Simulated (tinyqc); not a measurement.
Strained quantum well: band edges, subbands and transparency: sweeps and comparisons. A value that a table varies takes the place of the one given here.

Growth on (001), barriers unstrained: tr(e) = e (2 - nu2), Z = b e (1 + nu2); Ec = Ev + Eg + ac tr(e), E_HH = Ev + av tr(e) + Z, E_LH = Ev + av tr(e) - Z (coupling to the split-off band left out).

Masses along z: me, 1/(g1 - 2 g2) for HH, 1/(g1 + 2 g2) for LH, likewise in the barrier; in the plane me, 1/(g1 + g2) for HH and 1/(g1 - g2) for LH (no mixing, which understates the hole masses away from k = 0). Level n solves k L + 2 atan[(k/m)/(kappa/mb)] = n pi, k = sqrt(m E/c), kappa = sqrt(mb (V - E)/c), c = hbar^2/2m0.

Transparency (Bernard-Duraffourg): Fc - Fv equals the lowest transition energy with n = p, n = sum m/(2 pi c) kB T ln(1 + exp((Fc - E)/kB T)) and p likewise over the listed subbands; c = hbar^2/2m0, 1/angstrom^2 = 1e16/cm^2.

Constants: hbar^2/2m0 = 3.80998211 eV angstrom^2; kB = 8.617333262e-05 eV/K; hc = 1239.841984 eV nm.

Inputs chosen for the exercise (near those of an InGaAs/AlGaAs well; shifted at random, so the results belong to these values and not to a real crystal): nu2 = 0.962 (2 C12/C11); Eg = 1.009 eV (unstrained gap of the well); Ev = -0.739 eV (its valence edge); ac = -6.56 eV; av = 1.11 eV (Ev moves by av tr(e)); b = -1.94 eV (shear potential); Egb = 1.674 eV (gap of the barrier); Evb = -0.905 eV (its valence edge); L = 90 angstrom (well width); me = 0.0533 m0 (electron mass); g1 = 10.76 (gamma1); g2 = 3.93 (gamma2); meb = 0.084 m0; g1b = 6.3; g2b = 1.8; T = 350 K (temperature); es = (-0.02, -0.014, -0.008, -0.003, 0, 0.003, 0.007, 0.012) (strains); e = -0.0204 (strain in the plane); Ls = (30, 40, 55, 70, 90, 120) angstrom (widths).

## Strain as a design knob

Only the strain is changed; the unstrained gap and the masses are kept.

Results:
```
e (%)  wavelength (nm)  top hole  hh1 - lh1 (meV)  n_tr (1e12/cm^2)  share in top
-2.0              1081       hh1              165             0.651          0.64
-1.4              1104       hh1              123             0.659          0.63
-0.8              1128       hh1               81             0.685          0.57
-0.3              1148       hh1               45             0.748          0.47
0.0               1161       hh1               24             0.820          0.37
0.3               1175       hh1                2             0.930          0.27
0.7               1225       lh1              -27             0.848          0.74
1.2               1298       lh1              -64             0.787          0.88
```

n_tr is largest at e = +0.3 % (0.93), where hh1 - lh1 = 2 meV and the top subband holds 27 % of the holes, and smallest, 0.65, at -2.0 %. The top hole level turns from hh to lh, and the light from TE to TM, between +0.3 and +0.7 %. The wavelength runs from 1081 to 1298 nm.

## Width of the well

All levels anew.

Results:
```
L (angstrom)  wavelength (nm)  top hole  hh1 - lh1 (meV)  n_tr (1e12/cm^2)  share in top  n_tr/L (1e18/cm^3)
30                        946       hh1              151             0.534          0.97                1.78
40                        989       hh1              162             0.540          0.94                1.35
55                       1031       hh1              167             0.565          0.86                1.03
70                       1057       hh1              168             0.599          0.76                0.86
90                       1079       hh1              167             0.651          0.64                0.72
120                      1098       hh1              165             0.745          0.52                0.62
```

The wavelength tunes by 152 nm. The sheet density at transparency changes from 0.53 to 0.74, the top hole subband holding 0.97 and 0.52 of the holes at the ends, while the volume density falls by a factor 2.9. Critical thickness and carrier escape are left out.

## What each parameter does

Edge wavelength, hh1 - lh1 and n_tr. Each row changes one parameter from the base and keeps the others.

Results:
```
case              wavelength (nm)  hh1 - lh1 (meV)  n_tr (1e12/cm^2)
base                       1079.4            167.4             0.651
L = 100 angstrom           1087.0            166.8             0.680
e = -0.0224                1072.1            180.8             0.650
Eg = 0.989 eV              1097.9            167.4             0.650
b = -2.23 eV               1090.4            188.5             0.649
ac = -5.9 eV               1092.2            167.4             0.650
me = 0.0586 m0             1081.3            167.4             0.688
g1 = 11.41                 1078.0            166.0             0.621
T = 390 K                  1079.4            167.4             0.747
```

The largest shifts from the base row, up to three for each result and ties (the steps differ in size, so this ranks the rows, not the parameters). wavelength (nm): Eg +18.5, ac +12.8, b +10.9; unchanged at the printed digits by T. hh1 - lh1 (meV): b +21.1, e +13.4, g1 -1.4; unchanged at the printed digits by Eg, ac, me and T. n_tr (1e12/cm^2): T +0.096, me +0.037, g1 -0.030.

Program tinyqc; command `OMP_NUM_THREADS=1 python tinyqc.py 1282779 1282780 out.jsonl`; about 0.01 s on one thread of a shared Intel(R) Xeon(R) Processor @ 2.30GHz.
